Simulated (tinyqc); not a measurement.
X-ray reflectivity of a thin film on silicon: critical angles, Parratt recursion, fringes and roughness: one step, computed by the program tinyqc. Command: `OMP_NUM_THREADS=1 python tinyqc.py 3120562 3120563 out.jsonl xrr walk`. One thread of a shared host (Intel(R) Xeon(R) Processor @ 2.30GHz), about 0.01 s of CPU time with the checks.

n = 1 - delta + i beta; the classical electron radius is r_e = 2.8179403e-6 nm. Layer 0 is vacuum, 1 the film, 2 the substrate.

Problem. Fringe period, contrast and decay. Far above the critical angle the period is d theta = lambda/(2 d), or 2 pi/d in q; the envelope runs between (|r_01| - |r_12 p|)^2 and (|r_01| + |r_12 p|)^2; contrast = 2 a b/(a^2 + b^2) with a = |r_01|, b = |r_12 p|; roughness factors on the amplitudes are about exp(-q^2 sigma^2/2).

Inputs (values chosen for the exercise, modelled on Al2O3 on silicon, copper K-alpha radiation):

| quantity | value | unit |
|---|---|---|
| wavelength lambda | 0.15406 | nm |
| film thickness d | 7.9 | nm |
| roughness of the surface sigma_1 | 0.62 | nm |
| roughness of the interface sigma_2 | 0.32 | nm |

1000 r_01 = 0.3345735-0.0040850i

1000 r_12 = -0.2881156-0.0108505i

p = 0.5131182+0.8562687i

q = 4 pi sin(theta)/lambda = 3.330370 1/nm

Give: period in theta; period in q; contrast; roughness factor, surface; roughness factor, interface.

Solution.

period in theta = 0.55867 degrees

period in q = 0.79534 1/nm

contrast = 0.98876

roughness factor, surface = 0.11863

roughness factor, interface = 0.56673
